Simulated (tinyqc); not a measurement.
Changing the J1: polytypes and stacking faults of a tetrahedral semiconductor in an axial Ising model with couplings up to third neighbours. Computed by tinyqc, a small Python program. Command: `OMP_NUM_THREADS=1 python tinyqc.py 3001539 3001540 out.jsonl polytype sweep`. One thread of a shared host (Intel(R) Xeon(R) Processor @ 2.30GHz), about 0.01 s of CPU time with the checks.

Each double layer has s = +1 or -1 for the sense of its stacking step; E per pair of atoms = E0 - sum_n J_n <s_i s_(i+n)>, n = 1, 2, 3. Hexagonality h = (1 - <s_i s_(i+1)>)/2.

Inputs (values chosen for the exercise, of the order of those of GaN for J, a, G and the gaps):

| quantity | value | unit |
|---|---|---|
| J2 | -0.386 | meV/pair |
| J3 | 0.15 | meV/pair |
| basal lattice constant a | 3.19 | angstrom |
| shear modulus G | 121 | GPa |
| Poisson ratio nu | 0.27 | - |
| gap of 3C | 3.3 | eV |
| gap of 4H | 3.4 | eV |

Host polytype: 2H.

correlations of the repeat units 3C (+), 2H (+-), 4H (++--), 6H (+++---), 15R (+++--), 8H (++++----), 21R (++++---), 9R (++-):
```
         n = 1      n = 2      n = 3
3C    1.000000   1.000000   1.000000
2H   -1.000000   1.000000  -1.000000
4H    0.000000  -1.000000   0.000000
6H    0.333333  -0.333333  -1.000000
15R   0.200000  -0.600000  -0.600000
8H    0.500000   0.000000  -0.500000
21R   0.428571  -0.142857  -0.714286
9R   -0.333333  -0.333333   1.000000
```

fault coefficients k_n:
```
    J1  J2  J3
I1  -2   4  -6
I2  -4   4  -4
E   -6   4  -6
```

Constants: 1 eV/angstrom^2 = 16.02176634 J/m^2.

Method:
- E - E(3C) = sum_n J_n (1 - C_n), C_n = <s_i s_(i+n)>. The gap is taken linear in h between 3C (h = 0) and 4H (h = 1/2), a rough rule, with a dash beyond.
- Faults in 2H: the sequences I1 (+), I2 (++), E (+++) are put between perfect repeats; k_n = (layers x C_n of the host) - sum_i s_i s_(i+n). gamma = sum k_n J_n/A, A = (sqrt 3/2) a^2; 1 meV/angstrom^2 = 16.02177 mJ/m^2.
- Screw line, bounded by the I2 fault of energy gamma: b = a, partials b_p = a/sqrt 3; d = G b_p^2 (2 - 3 nu)/(8 pi gamma (1 - nu)). One partial is driven off by the shear stress gamma/b_p along its Burgers vector.

One run for each value:

| J1 (meV/pair) | E(2H) - E(3C) (meV/pair) | E(4H) - E(3C) (meV/pair) | E(6H) - E(3C) (meV/pair) | energy of the glide fault, I2 (mJ/m^2) | splitting width d (nm) |
|---|---|---|---|---|---|
| -7.36 | -14.42 | -7.982 | -5.121 | 49.62 | 5.36 |
| -6.92 | -13.54 | -7.542 | -4.828 | 46.42 | 5.73 |
| -6.48 | -12.66 | -7.102 | -4.535 | 43.23 | 6.16 |
| -6.03 | -11.76 | -6.652 | -4.235 | 39.95 | 6.66 |
| -5.59 | -10.88 | -6.212 | -3.941 | 36.75 | 7.24 |
| -5.15 | -10.00 | -5.772 | -3.648 | 33.55 | 7.93 |
| -4.70 | -9.10 | -5.322 | -3.348 | 30.28 | 8.79 |
| -4.26 | -8.22 | -4.882 | -3.055 | 27.08 | 9.83 |
| -3.82 | -7.34 | -4.442 | -2.761 | 23.88 | 11.15 |

What does the table show, and why?

Over the rows, E(2H) - E(3C) (meV/pair) rises from -14.4 to -7.34; E(4H) - E(3C) (meV/pair) rises from -7.98 to -4.44; E(6H) - E(3C) (meV/pair) rises from -5.12 to -2.76. All energies are linear in J1, with slopes 2, 1 and 2/3 for 2H, 4H and 6H: twice the hexagonality.

Extremes, crossings and ranges named in words are read from the listed rows.
